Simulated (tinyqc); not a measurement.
## Free and trapped electrons in a MOS channel with a dense trap tail: effect of the temperature

p-type body, charge-sheet picture, full ionisation (an idealisation for deep acceptors), Boltzmann statistics for free electrons. e = Ec - EF at the surface. Acceptor-like traps of density D(E) = D0 + De exp(-E/Ew) at depth E below Ec, from 0 to Eu, hold n_t = integral of D(E)/(1 + exp((e - E)/Vt)). psi = Eg - Vt ln(Nv/Na) - e; N_dep = sqrt(2 eps0 eps_r Na (psi - Vt)/q); n_f = sqrt(N_dep^2 + 2 eps0 eps_r Vt Nc exp(-e/Vt)/q) - N_dep; Vg = Vfb + psi + q (N_dep + n_t + n_f)/Cox, Cox = eps0 eox/tox.

Nc and Nv are given at 300 K and scale as (T/300 K)^1.5; Eg, Vfb and mf are held fixed. VT is the Vg for n_f = 1e11 cm^-2; swing ln 10 n_f/(dn_f/dVg) at n_f = 1e8 cm^-2; the last three columns are for Vg = VT + 2.6 V, with free share n_f/(n_f + n_t) and field-effect mobility mf q (dn_f/dVg)/Cox; there EF is near the band edge, where Boltzmann statistics are rough.

Parameters, values chosen for the exercise; band and dielectric values close to those of 4H silicon carbide:
- Eg = 3.21 eV (band gap)
- eps_r = 9.79 (relative permittivity)
- Nc = 1.67e19 cm^-3 (conduction-band density of states at the reference temperature)
- Nv = 2.49e19 cm^-3 (valence-band density of states at the reference temperature)
- eox = 3.9 (relative permittivity of the insulator)
- tox = 32 nm (insulator thickness)
- Na = 1e16 cm^-3 (acceptor density)
- Vfb = -2.79 V (flat-band voltage without trapped charge)
- D0 = 4.1e10 cm^-2 eV^-1 (constant background density of acceptor-like traps)
- De = 3.1e13 cm^-2 eV^-1 (density of the tail at the conduction edge)
- Ew = 0.08 eV (decay energy of the tail)
- Eu = 0.63 eV (depth below Ec down to which the traps reach)
- mf = 110 cm^2/(V s) (mobility of free electrons)

Constants: q = 1.602176634e-19 C, kB = 1.380649e-23 J/K, Vt = kB T/q, eps0 = 8.8541878128e-14 F/cm where lengths are in cm. Results are converted to the units shown.

Result of one run:
```
e at VT (eV),VT (V),q n_t/Cox at VT (V),swing (mV/decade),n_f (cm^-2),free share (%),field-effect mobility (cm^2/(V s))
0.2144,1.194,0.4248,134.3,9.947e11,48.74,66.36
```

Which temperature T gave this result: 300, 400, 500 or 550 K?

T = 500 K.

The whole series:
```
T (K),e at VT (eV),VT (V),q n_t/Cox at VT (V),swing (mV/decade),n_f (cm^-2),free share (%),field-effect mobility (cm^2/(V s))
200,0.04502,3.477,2.229,297.1,1.045e12,31.55,86.76
250,0.06851,2.922,1.744,226.5,9.351e11,31.38,75.28
300,0.09428,2.442,1.340,177.1,8.949e11,33.15,68.70
350,0.1220,2.039,1.016,148.1,8.943e11,36.17,65.71
400,0.1513,1.704,0.7632,134.4,9.164e11,39.98,64.85
450,0.1822,1.427,0.5702,131.2,9.518e11,44.25,65.24
500,0.2144,1.194,0.4248,134.3,9.947e11,48.74,66.36
550,0.2478,0.9956,0.3163,140.3,1.041e12,53.26,67.91
```

As T goes from 200 to 550, VT falls from 3.48 to 0.996 V, its part due to traps falls from 2.23 to 0.316 V, the swing goes from 297 through a minimum of 131 (at T = 450 among the rows listed) to 140 mV/decade and the field-effect mobility goes from 86.8 through a minimum of 64.8 (at T = 400 among the rows listed) to 67.9 cm^2/(V s). On heating the same n_f is reached with EF deeper in the gap, where fewer tail states are filled.

Numbers from tinyqc (`OMP_NUM_THREADS=1 python tinyqc.py 2222027 2222028 out.jsonl`; about 0.02 s on one thread of a shared Intel Xeon 2.30GHz).
